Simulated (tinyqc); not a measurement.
Length of a polyene: Hueckel, PPP and singles CI along the polyenes. Computed by the program tinyqc. Hueckel uses the same beta without repulsion; CIS keeps all single excitations and so misses the low, doubly excited 2Ag state. W is the valence ionisation energy of a centre, MN the Mataga-Nishimoto formula, f the oscillator strength.

All-trans chains of carbon centres 1.40 angstrom apart:

| parameter | value |
|---|---|
| beta (eV), times 1 +/- alternation | -2.120000 |
| alternation | 0.160000 |
| W (eV) | 11.160000 |
| gamma_rr (eV) | 10.130000 |
| repulsion formula | Ohno |

Gaps and excitations (eV):

| centres | Hueckel gap | PPP orbital gap | bright singlet (CIS) | f | lowest triplet (CIS) |
|---|---|---|---|---|---|
| 2 | 4.9184 | 12.1358 | 6.3747 | 0.5465 | 3.4621 |
| 6 | 2.7785 | 9.0495 | 4.5041 | 1.3303 | 2.3706 |
| 8 | 2.4021 | 8.4702 | 4.0819 | 1.6533 | 2.1909 |
| 10 | 2.1647 | 8.1071 | 3.8032 | 1.9562 | 2.0886 |

Estimate the missing row, centres = 4.

Computed row:
```
centres  Hueckel gap  PPP orbital gap  bright singlet (CIS)       f  lowest triplet (CIS)
4             3.4501          10.0643                5.1854  0.9723                2.7190
```

The Hueckel gap tends to 4 x alternation x |beta| = 1.36 eV for long chains. Exchange opens the PPP orbital gap, and the attraction of electron and hole brings the bright state 4.30 eV below it at 10 centres; the triplet lies 1.71 eV lower still.
